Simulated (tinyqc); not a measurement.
Inside a calculation. Method: Pariser-Parr-Pople SCF with singles CI, for the molecule Fc1nc2nccnc2[nH]1 (SMILES; centres numbered as the heavy atoms are written). One step of it, computed by the program tinyqc.

Task: Iteration 2: orbitals and new P. Diagonalise F (the basis is taken as orthonormal) and form P = 2 sum c c over the lowest orbitals; 0.5 of the old P is kept.

F (eV), lower triangle:
```
,1F,2C,3N,4C,5N,6C,7C,8N,9C,10N
1F,-19.372874
2C,-3.424185,-6.753417
3N,0.482663,-4.439358,-7.628332
4C,0.011003,0.191113,-4.129435,-4.877087
5N,-0.152769,0.232385,0.228652,-4.214008,-7.075138
6C,0.068649,-0.118808,0.179115,0.150169,-4.589288,-4.868294
7C,0.089902,-0.169901,-0.153843,0.453325,0.056915,-4.146289,-5.005544
8N,-0.133996,0.164146,-0.020794,-0.133106,0.552223,0.064300,-4.569052,-7.679957
9C,-0.046196,0.344333,0.341732,-3.880223,-0.176248,0.464963,0.209576,-4.249394,-6.057221
10N,0.455006,-3.999406,0.467046,0.440991,-0.023850,-0.196475,0.166335,0.303064,-3.851105,-10.900122
```

pi electrons, sum of z_r less the charge = 12

P after iteration 1, lower triangle:
```
,1F,2C,3N,4C,5N,6C,7C,8N,9C,10N
1F,1.819623
2C,0.382224,1.011822
3N,-0.224555,0.649859,1.325592
4C,-0.006890,-0.094487,0.536719,1.016082
5N,0.123553,-0.157368,-0.118415,0.567397,1.120157
6C,-0.065849,0.097804,-0.124663,-0.077564,0.704650,1.000890
7C,-0.086235,0.139864,0.115588,-0.257764,-0.028888,0.604724,1.005915
8N,0.108370,-0.111157,0.013749,0.067549,-0.304551,-0.032636,0.697259,1.138898
9C,0.028929,-0.170239,-0.165888,0.505178,0.089444,-0.264382,-0.108248,0.580317,1.062671
10N,-0.205326,0.546897,-0.211192,-0.201941,0.015170,0.142214,-0.111193,-0.149332,0.496865,1.498350
```

Give: orbital energies; P after iteration 2.

Result:

orbital energies (eV): -20.328  -15.632  -13.260  -12.472  -10.382  -9.513  -1.896  -0.243  0.614  2.895

P after iteration 2, lower triangle:
```
,1F,2C,3N,4C,5N,6C,7C,8N,9C,10N
1F,1.884
2C,0.307,0.978
3N,-0.189,0.684,1.319
4C,0.000,-0.090,0.522,0.977
5N,0.088,-0.166,-0.097,0.567,1.146
6C,-0.048,0.101,-0.121,-0.078,0.707,0.961
7C,-0.068,0.158,0.084,-0.270,-0.002,0.605,0.966
8N,0.072,-0.105,0.030,0.061,-0.309,-0.009,0.698,1.174
9C,0.036,-0.196,-0.142,0.522,0.089,-0.277,-0.118,0.580,1.042
10N,-0.161,0.542,-0.234,-0.189,0.028,0.120,-0.099,-0.141,0.472,1.551
```
